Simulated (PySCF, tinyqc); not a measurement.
Starting guesses with plain Roothaan steps: SCF starting guesses in the 6-31g basis, for H4, spin multiplicity 1. Computed by the program tinyqc with PySCF. RHF with one setting changed at a time; a run stops when the energy changes by less than 1e-09 hartree and the error matrix is below 1e-5. Starts: the lowest orbitals of the core Hamiltonian, of the Wolfsberg-Helmholz matrix (K = 1.75), projected atomic densities, random orbitals, and the highest orbitals of the core Hamiltonian (a deliberately bad start).

Geometry (angstrom):

| atom | x | y | z |
|---|---|---|---|
| H | 0.0000 | 0.0000 | 0.0000 |
| H | 0.0000 | 0.0000 | 1.2950 |
| H | 0.0000 | 0.0000 | 2.4290 |
| H | 0.0000 | 0.0000 | 3.7240 |

lowest restricted solution found by these runs and by PySCF = -2.067800 hartree

Largest element of the error matrix X^T (FDS - SDF) X:

| iteration | core | Wolfsberg-Helmholz | atomic densities | random | highest core orbitals |
|---|---|---|---|---|---|
| 1 | 3.7e-01 | 2.1e-01 | 1.4e-01 | 7.3e-01 | 3.0e-01 |
| 2 | 3.9e-02 | 3.3e-02 | 2.6e-02 | 2.4e-01 | 4.0e-01 |
| 3 | 5.8e-03 | 5.3e-03 | 8.2e-03 | 1.2e-01 | 5.5e-02 |
| 4 | 7.9e-04 | 1.2e-03 | 3.6e-03 | 2.9e-02 | 6.8e-03 |
| 5 | 3.1e-04 | 3.8e-04 | 1.5e-03 | 1.1e-02 | 2.1e-03 |
| 6 | 1.2e-04 | 1.4e-04 | 5.9e-04 | 4.5e-03 | 8.1e-04 |
| 8 | 1.9e-05 | 2.4e-05 | 9.4e-05 | 7.1e-04 | 1.2e-04 |
| 10 | 3.0e-06 | 3.8e-06 | 1.5e-05 | 1.1e-04 | 1.9e-05 |
| 14 | - | - | - | 2.8e-06 | - |

How each run ends:

| run | iterations | E (hartree) | state |
|---|---|---|---|
| core | 10 | -2.06780 | lowest found |
| Wolfsberg-Helmholz | 10 | -2.06780 | lowest found |
| atomic densities | 12 | -2.06780 | lowest found |
| random | 14 | -2.06780 | lowest found |
| highest core orbitals | 12 | -2.06780 | lowest found |

What does the comparison show, and why?

5 of 5 runs reach the lowest restricted solution found, in 10 to 14 iterations (fastest: core, Wolfsberg-Helmholz). The first errors are 4e-01, 2e-01, 1e-01, 7e-01, 3e-01. The restricted reference is unstable here: a spin-polarised solution lies 0.0257 hartree lower (PySCF), so results built on it describe a poor reference.
